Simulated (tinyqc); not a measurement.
Tunnelling through a gate dielectric, WKB transmission and Tsu-Esaki current: one step of the calculation.

Electrons leave the emitter at x = 0. Energies E (motion across the layers) are in eV from the emitter Fermi level; the collector Fermi level lies at -V and offers states at every E. No charge in the dielectric and no image force: F1 = V/t1, U = phi1 - F1 x. With C = hbar^2/(2 m0), kappa = sqrt(m (U - E)/C) where U > E and 0 elsewhere; T(E) = exp(-S), S = 2 times the integral of kappa over x.

Task. Current density on a coarse energy grid. Each layer adds (2/F) sqrt(m/C) [G(u at its left edge) - G(u at its right edge)] to S, with u = U - E (0 where negative) and G(u) = (2/3) u^1.5. The slope follows from 1/d = -dS/dE.

J = J0 times the integral of T(E) N(E) dE, N = ln[(1 + exp(-E/Vt))/(1 + exp((-E - V)/Vt))], J0 = q^2 me m0 kB T/(2 pi^2 hbar^3) (times 1e-4 for A/cm^2 per eV), by Simpson's rule on nE equally spaced points from Ea to Eb.

Inputs (values chosen for the exercise); dielectric values close to those of hafnium oxide: temperature T = 200 K; Fermi energy of the emitter above its band bottom Ef = 1.7 eV; emitter mass in the supply function me = 0.87 m0; barrier of layer 1 above the emitter Fermi level at zero bias phi1 = 1.44 eV; tunnelling mass of layer 1 m1 = 0.21 m0; thickness of layer 1 t1 = 1.6 nm; voltage across the dielectric V = 1.3 V; lower end of the energy grid Ea = -1.5 eV; upper end of the energy grid Eb = 0.17 eV; points of the energy grid nE = 9.

Constants: q = 1.602176634e-19 C, kB = 1.380649e-23 J/K, hbar = 1.054571817e-34 J s, m0 = 9.1093837015e-31 kg, Vt = kB T/q, hbar^2/(2 m0) = 0.0380998212 eV nm^2. Results are converted to the units shown.

Find: E; T(E); N; T(E) N; J0; J.

Result.

```
point   E (eV)       T(E)          N     T(E) N
0      -1.5000  1.2006e-5     75.429  9.0563e-4
1      -1.2913  2.0535e-5     74.450  0.0015288
2      -1.0825  3.6161e-5     62.809  0.0022712
3      -0.8738  6.5931e-5     50.697  0.0033425
4      -0.6650  1.2544e-4     38.585  0.0048400
5      -0.4562  2.5192e-4     26.473  0.0066690
6      -0.2475  5.4417e-4     14.361  0.0078147
7      -0.0387  0.0013112     2.3487  0.0030797
8       0.1700  0.0040298  5.2021e-5  2.0964e-7
```

J0 = 2.4265e8 A/(cm^2 eV)
J = 1.5067e6 A/cm^2

The integrand peaks at E = -0.248 eV among these points.

Numbers from tinyqc (`OMP_NUM_THREADS=1 python tinyqc.py 2540163 2540164 out.jsonl`; about 0.04 s on one thread of a shared Intel Xeon 2.30GHz).
